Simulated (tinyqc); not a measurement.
# Hot electrons in a saturated n-channel MOSFET, lucky-electron model, step by step

Computed by the program tinyqc: `OMP_NUM_THREADS=1 python tinyqc.py 2550046 2550047 out.jsonl`, one thread of a shared Intel Xeon 2.30GHz, about 0.01 s for the whole run. Printed values are rounded.

Beyond pinch-off the lateral field grows as Esat cosh(y/l) over the velocity-saturated region (pseudo-two-dimensional model). Impact ionisation in this region gives the substrate current, which biases the body forward through Rsub. Currents are per width. Local-field laws: they overstate ionisation when the field peak is narrower than an energy relaxation length.

Parameters, values chosen for the exercise; values close to those of silicon n-channel devices: channel length L = 0.35 um; oxide thickness tox = 8.5 nm; junction depth xj = 150 nm; threshold VT = 0.55 V; effective mobility mu = 310 cm^2/(V s); saturation velocity vs = 9.2e6 cm/s; ionisation prefactor Ai = 2e6 1/cm; ionisation field Bi = 1.65 MV/cm; resistance of the lightly doped drain Rd = 0 ohm um; substrate resistance Rsub = 3800 ohm um; fall of VT per volt of forward body bias kb = 0.25; hot-electron mean free path lm = 8.7 nm; oxide barrier pb = 3.2 V; prefactor of the gate current Cg = 0.0019; lifetime exponent m = 3.3; lifetime constant Hl = 8300 s uA/um; drain voltage Vd = 2.8 V; gate voltage Vg = 1.2 V.

Constants: eps0 = 8.8541878128e-14 F/cm where lengths are in cm. Results are converted to the units shown.

## Length and field scales

Cox = 3.9 eps0/tox, l = sqrt(3 tox xj), Esat = 2 vs/mu.

Cox = 0.406251 uF/cm^2
l = 61.8466 nm
Esat = 0.0593548 MV/cm
Esat L = 2.07742 V

## Iteration 1: body bias from the substrate current

Vb at the start = 0 V

Cox = 3.9 eps0/tox. Overdrive g = Vg - VT + kb Vb; Vdsat = g Esat L/(g + Esat L); Id = Cox vs (g - Vdsat); dV = Vd - Id Rd - Vdsat; Em = sqrt((dV/l)^2 + Esat^2); Isub = Id (Ai/Bi) l Em exp(-Bi/Em). Vb(new) = Rsub Isub.

Vdsat = 0.495092 V
Id = 57.8971 uA/um
dV = 2.30491 V
Em = 0.377379 MV/cm
Isub = 2.06749 uA/um
Vb after iteration 1 = 0.00785648 V

## Iteration 2: body bias from the substrate current

As before.

Vdsat = 0.496230 V
Id = 58.2056 uA/um
dV = 2.30377 V
Em = 0.377197 MV/cm
Isub = 2.07314 uA/um
Vb after iteration 2 = 0.00787792 V

## Course of the iteration: body bias from the substrate current

Stop when Vb changes by less than 1e-9 V, or after 60 iterations.

Course of the iteration:
```
iteration      Vb (V)  |change| (V)
1          0.00785648       7.86e-3
2          0.00787792       2.14e-5
3          0.00787797       5.84e-8
4          0.00787797      1.59e-10
```

Converged in 4 iterations. At the end each change is about 0.0027 times the one before: linear convergence.

## Gate current, lifetime and channel shortening

Id = 58.2065 uA/um
dV = 2.30377 V
Em = 0.377196 MV/cm
Isub = 2.07315 uA/um

Ig = Cg Id exp(-pb/(lm Em)); lifetime tau = (Hl/Id)(Isub/Id)^(-m); length of the saturated region dL = l ln[(dV/l + Em)/Esat]. 1 year = 3.15576e7 s.

Isub/Id = 0.0356172
Ig = 6.43844 pA/um
tau = 0.271973 years
dL = 156.851 nm

The lifetime misses ten years. Integrating Ai exp(-Bi/E) over the cosh profile gives Isub/Id = 0.0304, so the closed form is 17 % above it.
